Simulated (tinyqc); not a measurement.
Inside a calculation. Method: sp3 tight binding, zinc-blende lattice. One step of it, computed by the program tinyqc.

Problem. Bloch Hamiltonian at k. Slater-Koster rules over the four bonds with direction cosines (l, m, n): ss V_ss; s-px l V_sp; px-s -l V_sp; px-px l^2 V_pps + (1 - l^2) V_ppp; px-py l m (V_pps - V_ppp); each times exp(i k.d).

Parameters chosen for this model: zinc-blende lattice, anion at 0, cation at a/4 (1,1,1); V = eta hbar^2 / (m d^2), hbar^2/m = 7.619964 eV angstrom^2:

| parameter | value | unit |
|---|---|---|
| a | 5.560000 | angstrom |
| d | 2.407551 | angstrom |
| Es anion | -16.210000 | eV |
| Ep anion | -7.030000 | eV |
| Es cation | -12.320000 | eV |
| Ep cation | -5.010000 | eV |
| eta ss | -1.400000 |  |
| eta sp | 1.840000 |  |
| eta pp sigma | 3.240000 |  |
| eta pp pi | -0.810000 |  |
| V ss | -1.840476 | eV |
| V sp | 2.418911 | eV |
| V pp sigma | 4.259387 | eV |
| V pp pi | -1.064847 | eV |

k point k (2 pi / a): 0.000000  -0.340000  0.530000

Give: H(k) at k.

Solution.

H(k) at k (eV), lower triangle (Hermitian):
```
                 a s            a px            a py            a pz
a s         -16.2100
a px          0.0000         -7.0300
a py          0.0000          0.0000         -7.0300
a pz          0.0000          0.0000          0.0000         -7.0300
c s          -4.2647         -2.1032  0.0000-1.9138i  0.0000+3.5564i
c px          2.1032          1.6449  0.0000-4.5194i  0.0000+2.4320i
c py  0.0000+1.9138i  0.0000-4.5194i          1.6449          2.6728
c pz  0.0000-3.5564i  0.0000+2.4320i          2.6728          1.6449

           c s     c px     c py     c pz
c s   -12.3200
c px    0.0000  -5.0100
c py    0.0000   0.0000  -5.0100
c pz    0.0000   0.0000   0.0000  -5.0100
```
